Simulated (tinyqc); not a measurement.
Inside a calculation. Model: thermal and gravitational stress in a wafer during furnace and rapid thermal processing, and the onset of slip. Computed by tinyqc, a small Python program that keeps every step. Command: `OMP_NUM_THREADS=1 python tinyqc.py 3015130 3015131 out.jsonl slip walk`. One thread of a shared host (Intel(R) Xeon(R) Processor @ 2.30GHz), about 0.01 s of CPU time with the checks. Intermediate numbers are printed to about 6 digits and carried at full precision; extremes and crossings named in words are read from the listed rows.

A thin free disc in plane stress, isotropic; T(r) = T_centre + dT (r/R)^n with n = 2. Stress is positive in tension; sigma_SB = 5.670374419e-8 W/(m^2 K^4), g = 9.80665 m/s^2.

Inputs (values chosen for the exercise, modelled on silicon):

| quantity | value | unit |
|---|---|---|
| wafer radius R | 150 | mm |
| thickness t | 775 | micrometre |
| Young's modulus E | 141 | GPa |
| Poisson ratio nu | 0.24 | - |
| expansion alpha | 4.29 | 1e-6/K |
| edge less centre temperature dT | -3.5 | K |
| temperature T | 1300 | K |
| prefactor A of the critical stress | 0.00016 | MPa |
| energy U of the critical stress | 1.05 | eV |
| density rho | 2330 | kg/m^3 |
| heat capacity c | 983 | J/(kg K) |
| conductivity k | 28.9 | W/(m K) |
| wafer spacing s | 9.5 | mm |
| ramp rate | 22 | K/min |
| radius of the support ring over R | 0.71 | - |

Temperature profile: parabolic.

Constants: k_B = 8.617333262e-05 eV/K.

## Thermal stress

With x = r/R: s_rr = alpha E dT (1 - x^n)/(n + 2), s_tt = alpha E dT [1 - (n + 1) x^n]/(n + 2).

Temperature and stresses at r/R = 0, 0.3, 0.5, 0.7, 0.8, 0.9, 0.95, 1:

| r/R | T - T_centre (K) | s_rr (MPa) | s_tt (MPa) |
|---|---|---|---|
| 0.00 | 0.00000 | -0.529279 | -0.52928 |
| 0.30 | -0.31500 | -0.481644 | -0.38637 |
| 0.50 | -0.87500 | -0.396959 | -0.13232 |
| 0.70 | -1.71500 | -0.269932 | 0.24876 |
| 0.80 | -2.24000 | -0.190540 | 0.48694 |
| 0.90 | -2.83500 | -0.100563 | 0.75687 |
| 0.95 | -3.15875 | -0.051605 | 0.90374 |
| 1.00 | -3.50000 | 0.000000 | 1.05856 |

hoop stress at the edge = 1.05856 MPa

r/R where s_tt = 0 = 0.577350

The cold edge is stretched; the edge stress is n times that at the centre in size.

## Resolved stress round the edge

At the edge the stress is uniaxial along the tangent d = (cos phi, sin phi, 0) of a (001) wafer; the Schmid factor is the largest |(d.n)(d.b)| over the twelve {111}<110> systems.

Schmid factor and resolved stress at phi = 0, 7.5, 15, 22.5, 30, 37.5 and 45 degrees from [100]:

| phi from [100] (degrees) | Schmid factor | resolved stress (MPa) |
|---|---|---|
| 0.0 | 0.408248 | 0.432154 |
| 7.5 | 0.454124 | 0.480717 |
| 15.0 | 0.482963 | 0.511244 |
| 22.5 | 0.492799 | 0.521656 |
| 30.0 | 0.482963 | 0.511244 |
| 37.5 | 0.454124 | 0.480717 |
| 45.0 | 0.408248 | 0.432154 |

The factor is 1/sqrt(6) = 0.408 along <100> and <110> and peaks at 0.4928 at 22.5 degrees, so slip, if any, starts at eight places between these directions.

## Slip criterion

Critical resolved stress tau_c = A exp(U/(k_B T)), a form chosen for the exercise; slip when 0.492799 |s_tt(R)| > tau_c; allowed |dT| = tau_c (n + 2)/(0.492799 n alpha E).

critical stress tau_c = 1.88239 MPa

resolved over critical stress = 0.277124

allowed |dT| = 12.6297 K

No slip; the margin is a factor 3.6.

## Ramp rate in a batch furnace

In a stack heated from the rim, heat flows inward by conduction and by radiation between wafers: k_eff = k + (16/3) sigma_SB T^3 s^2/t (a diffusion estimate with the spacing as path length). A steady ramp gives the parabolic lag dT = rho c (ramp) R^2/(4 k_eff); the allowed ramp uses n = 2.

k_eff = 106.272 W/(m K)

lag of the centre = 44.4511 K

allowed ramp rate = 6.25077 K/min

Radiation carries 73 % of the inward flow. The ramp is 3.52 of the allowed one.

## Gravity

Own weight q = rho g t on a ring of radius b R, x = r/R: moments of an edge-supported plate, M_r = q R^2 (3 + nu)(1 - x^2)/16 and M_t = q R^2 [(3 + nu) - (1 + 3 nu) x^2]/16, less the uniform moment inside the ring load, q R^2 [(1 - nu)(1 - b^2) - 2 (1 + nu) ln b]/8; stress at the lower face = 6 M/t^2.

stress at the centre = 0.195897 MPa

radial stress at the ring = -0.210406 MPa

hoop stress at the ring = -0.0197947 MPa

The largest of these is 0.056 tau_c when halved for shear. Point supports give far higher local stress than a ring.

## Position of the support ring

The formulas are those given above.

Stress at the lower face (MPa):

| b | centre | radial at ring | hoop at ring | largest in size |
|---|---|---|---|---|
| 0.40 | -0.642211 | -0.771171 | -0.710671 | 0.771171 |
| 0.50 | -0.332850 | -0.534349 | -0.439818 | 0.534349 |
| 0.60 | -0.066295 | -0.356454 | -0.220330 | 0.356454 |
| 0.65 | 0.056101 | -0.284433 | -0.124677 | 0.284433 |
| 0.70 | 0.173064 | -0.221875 | -0.036595 | 0.221875 |
| 0.75 | 0.285606 | -0.167768 | 0.044926 | 0.285606 |
| 0.80 | 0.394543 | -0.121296 | 0.120703 | 0.394543 |
| 0.90 | 0.604153 | -0.048705 | 0.257574 | 0.604153 |
| 1.00 | 0.805997 | 0.000000 | 0.378122 | 0.805997 |

Among these rows the largest stress is least, 0.222 MPa, for a ring at 0.7 R, 3.6 times below edge support: the overhang balances the sag of the centre. All values scale as R^2/t.

## Limits against temperature

The formulas are those given above.

For the parabolic profile:

| T (K) | tau_c (MPa) | allowed \|dT\| (K) | k_eff (W/(m K)) | allowed ramp (K/min) |
|---|---|---|---|---|
| 1050 | 17.5347 | 117.647 | 69.668 | 38.1713 |
| 1125 | 8.0893 | 54.275 | 79.043 | 19.9793 |
| 1200 | 4.1108 | 27.581 | 89.755 | 11.5289 |
| 1275 | 2.2622 | 15.178 | 101.894 | 7.2024 |
| 1350 | 1.3303 | 8.925 | 115.548 | 4.8030 |
| 1425 | 0.8273 | 5.550 | 130.806 | 3.3812 |
| 1500 | 0.5395 | 3.619 | 147.758 | 2.4907 |

From 1050 to 1500 K the allowed difference falls 33 times and the allowed ramp 15 times; radiation, which grows as T^3, gives back a factor 2.12. Ramps must slow as the wafer gets hotter.

Checks made by the program: force balance: the hoop stress integrates to zero (added to the edge stress) (relative difference below 1e-10).
